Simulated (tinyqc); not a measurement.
# Pillar capacitor in an array: capacitance, non-linearity, leakage and relaxation: what changes with what

A film between two metal electrodes, each interface adding a series capacitance ci. The small-signal permittivity is ek (1 + aq E^2); the field is found with the linear permittivity. Leakage J = J0 sinh(E/Ef). After a voltage step the film passes a relaxation current kr C V tt^(-nr), tt being the time in seconds. The sidewall is a coaxial capacitor with radii a = dm/2 and b = dm/2 + t, depth AR dm; the end face is left out.

Inputs (values chosen for the exercise); permittivity of the order of that of zirconium oxide: relative permittivity of the film ek = 33.7; film thickness t = 20 nm; capacitance of each electrode interface (dead layer and screening) ci = 36 uF/cm^2; quadratic field coefficient of the permittivity aq = 0.0083 cm^2/MV^2; bias V = 0.7 V; exponent of the relaxation current nr = 0.982; strength of the relaxation kr = 0.00029; leakage prefactor J0 = 1.1e-10 A/cm^2; field for an e-fold rise of the leakage Ef = 0.5 MV/cm; aspect ratio, depth over diameter AR = 10; pitch of the square array pt = 320 nm; resistivity of the inner electrode rho = 2000 uohm cm; duration of the write pulse t0 = 2e-8 s.

Constants: eps0 = 8.8541878128e-14 F/cm where lengths are in cm. Results are converted to the units shown.

Each table varies one quantity; the others keep the values above.

## Capacitance, non-linearity and leakage against thickness

Planar film: Cf = eps0 ek/t, 1/C = 1/Cf + 2/ci, EOT = 3.9 eps0/C, effective permittivity C t/eps0, E = (V/t) C/Cf; quadratic coefficient [C(V)/C - 1]/V^2 with Cf (1 + aq E^2) in C(V).

Capacitance, non-linearity and leakage against thickness:

| t (nm) | C (uF/cm^2) | EOT (nm) | effective permittivity | E (MV/cm) | quadratic coefficient (ppm/V^2) | J (A/cm^2) |
|---|---|---|---|---|---|---|
| 2.5 | 7.177 | 0.4812 | 20.26 | 1.684 | 2.860e4 | 1.593e-9 |
| 3.7 | 5.569 | 0.6200 | 23.27 | 1.307 | 1.988e4 | 7.462e-10 |
| 5.5 | 4.169 | 0.8283 | 25.90 | 0.9780 | 1.243e4 | 3.811e-10 |
| 8.2 | 3.027 | 1.141 | 28.03 | 0.7101 | 7100 | 2.143e-10 |
| 12 | 2.185 | 1.581 | 29.61 | 0.5125 | 3909 | 1.336e-10 |
| 18 | 1.518 | 2.275 | 30.86 | 0.3561 | 1967 | 8.513e-11 |
| 27 | 1.041 | 3.316 | 31.75 | 0.2443 | 952.2 | 5.590e-11 |
| 40 | 0.7163 | 4.821 | 32.36 | 0.1680 | 459.2 | 3.767e-11 |
| 60 | 0.4839 | 7.135 | 32.79 | 0.1135 | 212.5 | 2.519e-11 |

C falls from 7.18 to 0.484 uF/cm^2 while the effective permittivity goes from 20.3 to 32.8 (ek = 33.7). EOT is a straight line in t with slope 3.9/ek = 0.116 and intercept 0.192 nm. The quadratic coefficient goes as t^(-0.93) between the first two rows and t^(-1.90) between the last two (-2 without interfaces), and J falls by 1.80 decades. For t = 2.5, 3.7 direct tunnelling, left out, would add to the leakage.

## Cell against the diameter of the pillar

Per length 1/c = ln(b/a)/(2 pi eps0 ek) + (1/a + 1/b)/(2 pi ci); cell capacitance c AR dm; per footprint over pt^2; fields c V/(2 pi eps0 ek r) at r = a and b; resistance of the inner electrode rho AR dm/(pi a^2); time constant R C/3 of the distributed line. The pitch is scaled as pt dm/(130 nm).

Result of one run:

| dm (nm) | cell capacitance (fF) | per footprint (uF/cm^2) | field at a (MV/cm) | field at b (MV/cm) | R (kohm) | R C/3 (ps) |
|---|---|---|---|---|---|---|
| 52 | 1.571 | 9.590 | 0.4339 | 0.2453 | 4.897 | 2.565 |

What becomes of these results when the diameter of the pillar dm is changed from 52 to 300 nm, all else the same?

Result of the changed run:

| dm (nm) | cell capacitance (fF) | per footprint (uF/cm^2) | field at a (MV/cm) | field at b (MV/cm) | R (kohm) | R C/3 (ps) |
|---|---|---|---|---|---|---|
| 300 | 41.49 | 7.608 | 0.3442 | 0.3037 | 0.8488 | 11.74 |

The whole series:

| dm (nm) | cell capacitance (fF) | per footprint (uF/cm^2) | field at a (MV/cm) | field at b (MV/cm) | R (kohm) | R C/3 (ps) |
|---|---|---|---|---|---|---|
| 52 | 1.571 | 9.590 | 0.4339 | 0.2453 | 4.897 | 2.565 |
| 70 | 2.674 | 9.007 | 0.4076 | 0.2594 | 3.638 | 3.243 |
| 93 | 4.493 | 8.574 | 0.3879 | 0.2713 | 2.738 | 4.101 |
| 120 | 7.214 | 8.268 | 0.3741 | 0.2806 | 2.122 | 5.103 |
| 170 | 13.92 | 7.950 | 0.3597 | 0.2912 | 1.498 | 6.951 |
| 220 | 22.79 | 7.772 | 0.3517 | 0.2976 | 1.157 | 8.794 |
| 300 | 41.49 | 7.608 | 0.3442 | 0.3037 | 0.8488 | 11.74 |
| 400 | 72.65 | 7.494 | 0.3391 | 0.3083 | 0.6366 | 15.42 |

As dm goes from 52 to 400, the cell capacitance rises from 1.57 to 72.7 fF, the capacitance per footprint falls from 9.59 to 7.49 uF/cm^2, the ratio of the two fields falls from 1.77 to 1.10 and R C/3 rises from 2.56 to 15.4 ps; the time constant goes as dm^(0.79) between the first two rows and dm^(0.95) between the last two.

## Charge lost after writing

Planar film: Cf = eps0 ek/t, 1/C = 1/Cf + 2/ci, EOT = 3.9 eps0/C, effective permittivity C t/eps0, E = (V/t) C/Cf. A capacitor written for t0 and then left open loses, as a share of C V, kr (tt^(1 - nr) - t0^(1 - nr))/(1 - nr) by relaxation and J tt/(C V) by leakage; both are taken as small, and rows far outside that range are left out.

The same in every row: leakage current (nA/cm^2) = 0.076163.

Charge lost after writing:

| tt (s) | relaxation current (nA/cm^2) | loss by relaxation (%) | loss by leakage (%) | total loss (%) |
|---|---|---|---|---|
| 1e-6 | 2.1810e5 | 0.085428 | 7.8973e-9 | 0.085428 |
| 1e-5 | 22733 | 0.13859 | 7.8973e-8 | 0.13860 |
| 0.0001 | 2369.5 | 0.19401 | 7.8973e-7 | 0.19401 |
| 0.001 | 246.98 | 0.25177 | 7.8973e-6 | 0.25178 |
| 0.01 | 25.743 | 0.31198 | 7.8973e-5 | 0.31206 |
| 0.1 | 2.6833 | 0.37474 | 7.8973e-4 | 0.37553 |
| 1 | 0.27968 | 0.44015 | 0.0078973 | 0.44804 |
| 10 | 0.029152 | 0.50832 | 0.078973 | 0.58730 |
| 100 | 0.0030385 | 0.57939 | 0.78973 | 1.3691 |
| 1000 | 3.1671e-4 | 0.65346 | 7.8973 | 8.5508 |

What does the table show?

The two currents are equal at tt = 3.76 s. The loss by relaxation grows from 0.0854 to 0.653 %, by 0.0532 points over the first decade and 0.0741 over the last, while the loss by leakage grows tenfold a decade. Leakage is the larger loss for tt = 100, 1000 s.

Numbers from tinyqc (`OMP_NUM_THREADS=1 python tinyqc.py 2102052 2102053 out.jsonl`; about 0.01 s on one thread of a shared Intel Xeon 2.30GHz).
